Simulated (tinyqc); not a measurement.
## Area and perimeter leakage from two diodes

Question. A square diode and a finger diode leak I = JA area + JP perimeter. Find JA, JP and the side of the square at which both parts are equal.

areas (um^2): [90000, 74000]
perimeters (um): [1200, 30340]
leakage currents (pA): [1.6152000, 3.4121400]

Solution. Two linear equations give JA and JP; for a square of side a, JA a^2 = 4 JP a at a = 4 JP/JA.

JA = 1.700e-9 A/cm^2
JP = 7.100e-13 A/cm
side for equal parts = 16.71 um

tinyqc, about 0.01 s, one thread, Intel Xeon 2.30GHz (shared host): `OMP_NUM_THREADS=1 python tinyqc.py 2290012 2290013 out.jsonl`
